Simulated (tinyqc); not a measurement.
Inside a calculation. Method: CCSD on RHF in the sto-3g basis, for H3+, spin multiplicity 1. One step of it, computed by the program tinyqc.

Problem. CCSD: starting amplitudes. t_ij^ab = <ij||ab> / (e_i + e_j - e_a - e_b), whose energy is MP2.

orbital energies (hartree): MO1 -1.208411, MO2 -0.063569, MO3 0.010590

Two-electron integrals over orbitals (pq|rs), unique and non-zero (hartree):
```
(11|11) 0.610972    (21|11) -0.009251   (21|21) 0.143521    (22|11) 0.586967
(22|21) 0.091076    (22|22) 0.673661    (31|31) 0.143853    (32|31) -0.088062
(32|32) 0.067926    (33|11) 0.597687    (33|21) -0.096196   (33|22) 0.521694
(33|33) 0.678713
```

Give: Starting amplitudes; correlation energy.

Solution.

Starting amplitudes (spin orbitals 1a, 1b, ...; amplitudes related by a flip of all spins are not repeated):

| from | to | t |
|---|---|---|
| 1a 1b | 2a 2b | -0.063 |
| 1a 1b | 3a 3b | -0.059 |

correlation energy = -0.01748 hartree
